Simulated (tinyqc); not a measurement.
# Free and trapped electrons in a MOS channel with a dense trap tail: effect of the temperature

p-type body, charge-sheet picture, full ionisation (an idealisation for deep acceptors), Boltzmann statistics for free electrons. e = Ec - EF at the surface. Acceptor-like traps of density D(E) = D0 + De exp(-E/Ew) at depth E below Ec, from 0 to Eu, hold n_t = integral of D(E)/(1 + exp((e - E)/Vt)). psi = Eg - Vt ln(Nv/Na) - e; N_dep = sqrt(2 eps0 eps_r Na (psi - Vt)/q); n_f = sqrt(N_dep^2 + 2 eps0 eps_r Vt Nc exp(-e/Vt)/q) - N_dep; Vg = Vfb + psi + q (N_dep + n_t + n_f)/Cox, Cox = eps0 eox/tox.

Nc and Nv are given at 400 K and scale as (T/400 K)^1.5; Eg, Vfb and mf are held fixed. VT is the Vg for n_f = 1e11 cm^-2; swing ln 10 n_f/(dn_f/dVg) at n_f = 1e8 cm^-2; the last three columns are for Vg = VT + 3.2 V, with free share n_f/(n_f + n_t) and field-effect mobility mf q (dn_f/dVg)/Cox; there EF is near the band edge, where Boltzmann statistics are rough.

Values chosen for this exercise; band and dielectric values close to those of 4H silicon carbide: band gap Eg = 3.21 eV; relative permittivity eps_r = 9.67; conduction-band density of states at the reference temperature Nc = 2.66e19 cm^-3; valence-band density of states at the reference temperature Nv = 3.91e19 cm^-3; relative permittivity of the insulator eox = 3.9; insulator thickness tox = 40 nm; acceptor density Na = 2.5e16 cm^-3; flat-band voltage without trapped charge Vfb = -2.73 V; constant background density of acceptor-like traps D0 = 1.3e11 cm^-2 eV^-1; density of the tail at the conduction edge De = 6.9e13 cm^-2 eV^-1; decay energy of the tail Ew = 0.1 eV; depth below Ec down to which the traps reach Eu = 0.92 eV; mobility of free electrons mf = 83 cm^2/(V s).

Constants: q = 1.602176634e-19 C, kB = 1.380649e-23 J/K, Vt = kB T/q, eps0 = 8.8541878128e-14 F/cm where lengths are in cm. Results are converted to the units shown.

Effect of the temperature:

| T (K) | e at VT (eV) | VT (V) | q n_t/Cox at VT (V) | swing (mV/decade) | n_f (cm^-2) | free share (%) | field-effect mobility (cm^2/(V s)) |
|---|---|---|---|---|---|---|---|
| 200 | 0.03805 | 11.32 | 9.127 | 1159 | 5.413e11 | 8.056 | 36.72 |
| 250 | 0.05979 | 9.723 | 7.603 | 917.0 | 4.498e11 | 7.628 | 26.58 |
| 300 | 0.08380 | 8.270 | 6.227 | 699.5 | 4.199e11 | 8.152 | 22.84 |
| 350 | 0.1097 | 6.999 | 5.038 | 529.1 | 4.168e11 | 9.250 | 21.67 |
| 400 | 0.1373 | 5.916 | 4.040 | 407.1 | 4.288e11 | 10.82 | 21.77 |
| 450 | 0.1664 | 5.006 | 3.219 | 326.1 | 4.513e11 | 12.85 | 22.62 |
| 500 | 0.1968 | 4.250 | 2.554 | 276.3 | 4.819e11 | 15.31 | 23.96 |
| 550 | 0.2284 | 3.624 | 2.022 | 249.2 | 5.192e11 | 18.21 | 25.64 |

As T goes from 200 to 550, VT falls from 11.3 to 3.62 V, its part due to traps falls from 9.13 to 2.02 V, the swing falls from 1160 to 249 mV/decade and the field-effect mobility goes from 36.7 through a minimum of 21.7 (at T = 350 among the rows listed) to 25.6 cm^2/(V s). On heating the same n_f is reached with EF deeper in the gap, where fewer tail states are filled.

Numbers from tinyqc (`OMP_NUM_THREADS=1 python tinyqc.py 2222002 2222003 out.jsonl`; about 0.02 s on one thread of a shared Intel Xeon 2.30GHz).
